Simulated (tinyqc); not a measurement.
Worked calculation: polytypes and stacking faults of a tetrahedral semiconductor in an axial Ising model with couplings up to third neighbours. Computed by tinyqc, a small Python program that keeps every step. Command: `OMP_NUM_THREADS=1 python tinyqc.py 3027275 3027276 out.jsonl polytype walk`. One thread of a shared host (Intel(R) Xeon(R) Processor @ 2.30GHz), about 0.01 s of CPU time with the checks. Intermediate numbers are printed to about 7 digits and carried at full precision; extremes and crossings named in words are read from the listed rows.

Each double layer has s = +1 or -1 for the sense of its stacking step; E per pair of atoms = E0 - sum_n J_n <s_i s_(i+n)>, n = 1, 2, 3. Hexagonality h = (1 - <s_i s_(i+1)>)/2.

Inputs (values chosen for the exercise, of the order of those of ZnS for J, a, G and the gaps):
```
quantity                                    value      unit
J1                                           1.81  meV/pair
J2                                        -0.0709  meV/pair
J3                                           0.05  meV/pair
basal lattice constant a                     3.82  angstrom
shear modulus G                              33.1       GPa
Poisson ratio nu                             0.27         -
gap of 3C                                    3.72        eV
gap of 4H                                     3.8        eV
binding energy of the fault level E_b       0.058        eV
in-plane mass m                              0.35        m0
effective density of states N_c at 300 K  3.7e+19    1/cm^3
electron density n                        3.5e+17    1/cm^3
temperature T                                 500         K
```

Host polytype: 3C.

Constants: 1 eV/angstrom^2 = 16.02176634 J/m^2; m_0 = 9.1093837015e-31 kg; hbar = 1.054571817e-34 J s; k_B = 1.380649e-23 J/K; k_B = 8.617333262e-05 eV/K.

## Energies of the polytypes

correlations of the repeat units 3C (+), 2H (+-), 4H (++--), 6H (+++---), 15R (+++--), 8H (++++----), 21R (++++---), 9R (++-):
```
         n = 1      n = 2      n = 3
3C    1.000000   1.000000   1.000000
2H   -1.000000   1.000000  -1.000000
4H    0.000000  -1.000000   0.000000
6H    0.333333  -0.333333  -1.000000
15R   0.200000  -0.600000  -0.600000
8H    0.500000   0.000000  -0.500000
21R   0.428571  -0.142857  -0.714286
9R   -0.333333  -0.333333   1.000000
```

E - E(3C) = sum_n J_n (1 - C_n), C_n = <s_i s_(i+n)>. The gap is taken linear in h between 3C (h = 0) and 4H (h = 1/2), a rough rule, with a dash beyond.

Polytypes:
```
polytype         h  E - E(3C) (meV/pair)  gap by the linear rule (eV)
3C        0.000000              0.000000                     3.720000
2H        1.000000              3.720000                            -
4H        0.500000              1.718200                     3.800000
6H        0.333333              1.212133                     3.773333
15R       0.400000              1.414560                     3.784000
8H        0.250000              0.909100                     3.760000
21R       0.285714              1.038971                     3.765714
9R        0.666667              2.318800                            -
```

E(2H) - E(3C) = 3.72 meV/pair

E(4H) - E(3C) = 1.7182 meV/pair

E(6H) - E(3C) = 1.212133 meV/pair

The lowest is 3C, 0.909 meV/pair below 8H. J1/|J2| = 25.53: for J3 = 0 and J2 < 0 the ground state is 2H below -2, 4H between -2 and 2, and 3C above 2; at 2 itself all periods with bands of two or more layers are degenerate. Four or more polytypes lie within 1.5 meV/pair, so small a spread that growth kinetics and seeds can decide.

## Back from three energies to J1, J2, J3

With d2, d4, d6 the energies of 2H, 4H, 6H over 3C: d2 = 2 J1 + 2 J3, d4 = J1 + 2 J2 + J3, d6 = (2/3) J1 + (4/3) J2 + 2 J3, so J2 = (d4 - d2/2)/2, J3 = (3/4)(d6 - (2/3) d4), J1 = d2/2 - J3.

J1 recovered = 1.81 meV/pair

J2 recovered = -0.0709 meV/pair

J3 recovered = 0.05000000 meV/pair

## Stacking-fault energies

fault coefficients k_n:
```
               J1  J2  J3
intrinsic       4   4   4
extrinsic       4   8   8
twin boundary   2   4   6
```

Faults in 3C: the sequences intrinsic (-), extrinsic (--), twin boundary (+ turns to -) are put between perfect repeats; k_n = (layers x C_n of the host) - sum_i s_i s_(i+n). gamma = sum k_n J_n/A, A = (sqrt 3/2) a^2; 1 meV/angstrom^2 = 16.02177 mJ/m^2.

gamma (mJ/m^2): intrinsic 9.072932, extrinsic 8.966943, twin boundary 4.610252

energy of the glide fault, intrinsic = 9.072932 mJ/m^2

The cheapest is the twin boundary fault.

## Splitting of a basal screw dislocation

Screw line, bounded by the intrinsic fault of energy gamma: b = a, partials b_p = a/sqrt 3; d = G b_p^2 (2 - 3 nu)/(8 pi gamma (1 - nu)). One partial is driven off by the shear stress gamma/b_p along its Burgers vector.

splitting width d = 11.50986 nm

stress to open the fault = 41.13816 MPa

## Electronic energy gained by the fault

The fault binds electrons in a two-dimensional band E_b below the conduction edge, g2 = m m0/(pi hbar^2) for one valley. With the Fermi level held by the bulk, eta = ln[n/N_c(T)], N_c(T) = N_c (T/300)^1.5, the grand potential falls by g2 (k_B T)^2 F1(x), x = eta + E_b/(k_B T), F1(x) = integral from 0 to infinity of ln(1 + exp(x - t)) dt; sheet density g2 k_B T ln(1 + e^x). Band bending by the trapped charge is left out, so the gain is an upper bound. Net fault energy = gamma of the intrinsic fault less the electronic gain.

x = -4.080854

sheet density = 1.055293e+11 1/cm^2

electronic gain = 0.007315509 mJ/m^2

net fault energy = 9.065616 mJ/m^2

The gain offsets 0.081 % of the fault energy.

## Gain against electron density

The formulas are those given above.

At T:
```
n (1/cm^3)              x  sheet density (1/cm^2)  gain (mJ/m^2)    gain/gamma  gain/gamma at T + 200 K
1.00e+14    -1.224137e+01            3.040510e+07   2.098941e-06  2.313410e-07             1.863307e-07
1.00e+15    -9.938788e+00            3.040444e+08   2.098919e-05  2.313385e-06             1.863298e-06
1.00e+16    -7.636202e+00            3.039784e+09   2.098691e-04  2.313134e-05             1.863215e-05
1.00e+17    -5.333617e+00            3.033204e+10   2.096417e-03  2.310628e-04             1.862385e-04
1.00e+18    -3.031032e+00            2.969420e+11   2.074146e-02  2.286081e-03             1.854149e-03
5.00e+18    -1.421594e+00            1.361848e+12   9.921464e-02  1.093523e-02             9.095202e-03
2.00e+19    -3.529997e-02            4.256296e+12   3.471621e-01  3.826349e-02             3.410563e-02
```

For x well below 0 the gain is k_B T times the sheet density and linear in n; for x well above 0 the well fills and the gain grows only about as x^2. It stays below the fault energy in all rows; 200 K more changes it by a factor 0.81 at 1e16.

Checks made by the program: the recovered constants (relative difference below 1e-10).
